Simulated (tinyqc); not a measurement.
Transfer curve: field-effect mobility of a thin-film transistor with band-tail and deep states (multiple trapping). Computed by tinyqc, a small Python program. Command: `OMP_NUM_THREADS=1 python tinyqc.py 3031417 3031418 out.jsonl tft walk`. One thread of a shared host (Intel(R) Xeon(R) Processor @ 2.30GHz), about 0.05 s of CPU time with the checks.

A thick film in accumulation at small drain voltage. Only free electrons move; trapped ones still screen the gate. N_c and mu_0 are held fixed when T changes, leaving out the T^(3/2) growth of N_c. x = E_0 - psi is the distance of the Fermi level below the band edge.

Inputs (values chosen for the exercise, modelled on polycrystalline silicon):
```
quantity                                     value         unit
permittivity eps                              11.7            -
effective density of states N_c            3.1e+19       1/cm^3
band mobility mu_0                             180   cm^2/(V s)
tail density at the edge g_t               1.1e+21  1/(eV cm^3)
tail width E_t                                  59          meV
flat-band Fermi level below the edge, E_0     0.64           eV
equivalent oxide thickness t                   110           nm
temperature T                                  250            K
```

Deep states: none.

Constants: k_B = 8.617333262e-05 eV/K; e = 1.602176634e-19 C; eps_0 = 8.8541878128e-12 F/m.

Method:
- F_j(eta) = int_0^infinity x^j/(1 + exp(x - eta)) dx, without a gamma-function factor.
- Integrals over x = E/(k_B T) use 160 Gauss-Legendre points in u = sqrt(x) from 0 to sqrt(max(eta, 0) + 32).
- Free n(x) = N_c (2/sqrt(pi)) F_1/2(-x/k_B T), with F_1/2 from its two-term series in exp(-x/k_B T) for x >= 12 k_B T; tail n_t(x) = int_0^1.2eV g_t exp(-E/E_t)/(1 + exp((x - E)/k_B T)) dE, E counted down from the edge, 120 Gauss-Legendre points; space charge rho(psi) = n + n_t less its value at psi = 0.
- Poisson: F(psi) = sqrt((2 e/(eps eps_0)) int_0^psi rho dpsi'); V_G - V_FB = psi_s + eps F(psi_s) t/3.9; free sheet density N_f = int (n - n(E_0))/F dpsi; induced sheet density N_i = eps eps_0 F(psi_s)/e; trapezoid rule on 301 even points in psi, the first interval left out of N_f.
- mu_eff = mu_0 N_f/N_i; field-effect mobility mu_FE = mu_0 e (dN_f/dV_G)/C_ox and swing S = dV_G/dlog10(N_f), by a central difference of +/- 2 mV in psi_s; C_ox = 3.9 eps_0/t.

Against the band bending:
```
psi_s (V)  V_G - V_FB (V)  N_f (1/cm^2)  mu_eff (cm^2/(V s))  mu_FE (cm^2/(V s))  S (mV/decade)
0.22                1.299    8.8491e+04           7.5311e-05          2.6864e-04            697
0.32                2.957    3.6522e+06           1.2721e-03          5.2840e-03           1463
0.40                5.647    7.4804e+07           1.3096e-02          5.6810e-02           2788
0.46                9.207    7.2580e+08           7.6225e-02          3.3567e-01           4578
0.51               13.883    4.8306e+09           3.3185e-01          1.4722e+00           6948
0.56               20.977    3.2090e+10           1.4439e+00          6.4301e+00          10567
0.61               31.677    2.0738e+11           6.1323e+00          2.6718e+01          16431
0.65               43.863    8.1925e+11           1.7417e+01          6.6947e+01          25894
0.70               65.150    3.0607e+12           4.3628e+01          1.1953e+02          54163
```

What follows from these numbers?

The steepest swing among the rows is 697 mV/decade. mu_eff climbs from 7.5e-5 to 44, 24 % of mu_0 in the last row. Between rows 6 and 7 N_f scales as (V_G - V_FB - psi_s)^4.45; an exponential tail holding all the charge would give the larger of 1 and 2 E_t/k_B T - 1, here 4.48, and free charge alone 1. The last row needs an oxide field above 5 MV/cm, near or beyond breakdown.
